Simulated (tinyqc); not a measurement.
Pair-potential crystal by lattice sums. From energy per atom back to well depth eps. Computed by tinyqc, a small Python program. Command: `OMP_NUM_THREADS=1 python tinyqc.py 3009882 3009883 out.jsonl pairsum inv`. One thread of a shared host (Intel(R) Xeon(R) Processor @ 2.30GHz), about 0.06 s of CPU time with the checks.

Energy per atom E = (1/2) sum over neighbours of phi(r); d is the nearest-neighbour distance.

Inputs (values chosen for the exercise, for model atoms):
```
quantity               value      unit
pair minimum r0         2.65  angstrom
cut-off r_c/r0          1.78         -
repulsive exponent n      10         -
attractive exponent m      6         -
```

Potential: Mie n-m. Structure: fcc.

Constants: 1 eV/angstrom^3 = 160.2176634 GPa.

Method:
- phi0(r) = eps [m (r0/r)^n - n (r0/r)^m]/(n - m); shifted-force cut-off: phi(r) = phi0(r) - phi0(r_c) - (r - r_c) phi0'(r_c) for r < r_c, zero beyond.
- Shells (distance in units of d, count): fcc 1.0000 (12), 1.4142 (6), 1.7321 (24), 2.0000 (12), 2.2361 (24), 2.4495 (8), 2.6458 (48), 2.8284 (6), 3.0000 (36), 3.1623 (24); hcp 1.0000 (12), 1.4142 (6), 1.6330 (2), 1.7321 (18), 1.9149 (12), 2.0000 (6), 2.2361 (12), 2.3805 (12), 2.4495 (6), 2.5166 (6), 2.5820 (12), 2.6458 (24), 2.7080 (6), 2.8868 (12), 3.0000 (12), 3.1091 (24), 3.1623 (12); bcc 1.0000 (8), 1.1547 (6), 1.6330 (12), 1.9149 (24), 2.0000 (8), 2.3094 (6), 2.5166 (24), 2.5820 (24), 2.8284 (24), 3.0000 (32); sc 1.0000 (6), 1.4142 (12), 1.7321 (8), 2.0000 (6), 2.2361 (24), 2.4495 (24), 2.8284 (12), 3.0000 (30), 3.1623 (24); diamond 1.0000 (4), 1.6330 (12), 1.9149 (12), 2.3094 (6), 2.5166 (12), 2.8284 (24), 3.0000 (16). Volumes per atom in d^3: fcc 0.70711, hcp 0.70711, bcc 0.76980, sc 1.00000, diamond 1.53960; hcp has the ideal c/a. Every shell inside the cut-off is summed.
- Equilibrium: dE/dd = 0 at the lowest minimum with d between 0.78 r0 and 1.45 r0; B = d^2 E''(d)/(9 Omega).
- Unrelaxed vacancy: removing an atom breaks its bonds (2|E|) and placing it on the surface returns |E|, so E_v = |E|.

Question. A run gave the result below. Find the well depth eps, known to lie between 0.07 and 0.15 eV.

energy per atom = -0.4359343 eV

Answer.

Each step takes the trial c = (a f_b - b f_a)/(f_b - f_a), f being the result less the target and a, b, c the logarithms of the listed values; c replaces end b, the old b replaces a if the sign of f changed, and otherwise f_a is halved.

Scan of the range:
```
well depth eps (eV)  energy per atom (eV)
0.0700                          -0.334489
0.0795                          -0.379884
0.0902                          -0.431013
0.1020                          -0.487398
0.1160                          -0.554296
0.1320                          -0.630750
0.1500                          -0.716761
```

False position (Illinois rule, in the logarithm of the input) inside the bracket:
```
step     end a     end b      trial  energy per atom (eV)
1     0.090200  0.102000  0.0911732             -0.435663
2     0.102000  0.091173  0.0912269             -0.435919
3     0.102000  0.091227  0.0912328             -0.435948
4     0.091227  0.091233  0.0912300             -0.435934
```

Energy per atom falls at every point of a 13-point scan of the range (every second point is shown), so one value fits; it is bracketed by 0.0902 and 0.102. The scan shows a pure power law with exponent 1.000, so scaling from any one row also gives the answer directly. Answer: well depth eps = 0.09123 eV.
